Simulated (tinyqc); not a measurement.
Yield against design margin.

Cells fail independently with probability Q(k) = erfc(k/sqrt(2))/2 when the margin is k standard deviations, and Y = exp(-Nb Q(k)). phi = exp(-k^2/2)/sqrt(2 pi).  k = margin/s(dVT). With one spare that repairs any one cell, Y1 = exp(-x)(1 + x), x = Nb Q(k).

Values chosen for this exercise:
```
symbol    value  unit          meaning
Nb      8388608        number of cells
```

s(dVT) = 7.63 mV

Yield against design margin:
```
M (mV)      k       Q(k)  expected failures x         Y        Y1
36      4.718   1.190e-6                9.979  4.636e-5  5.090e-4
39      5.111   1.599e-7                1.341    0.2615    0.6123
40      5.242   7.922e-8               0.6646    0.5145    0.8564
42      5.505   1.850e-8               0.1552    0.8562    0.9891
45      5.898   1.842e-9              0.01545    0.9847    0.9999
48      6.291  1.578e-10             0.001323    0.9987     1.000
50      6.553  2.818e-11             2.364e-4    0.9998     1.000
54      7.077  7.348e-13             6.164e-6     1.000     1.000
```

Over a change of the margin from 36 to 54 mV, k goes from 4.72 to 7.08, the expected failures fall by 6.2 decades and the yield goes from 4.64e-5 to 1.000. The spare helps most at M = 39 mV among the rows, where it lifts the yield from 0.262 to 0.612.

Program tinyqc, `OMP_NUM_THREADS=1 python tinyqc.py 2090051 2090052 out.jsonl`; Intel Xeon 2.30GHz, shared host, one thread, about 0.01 s.
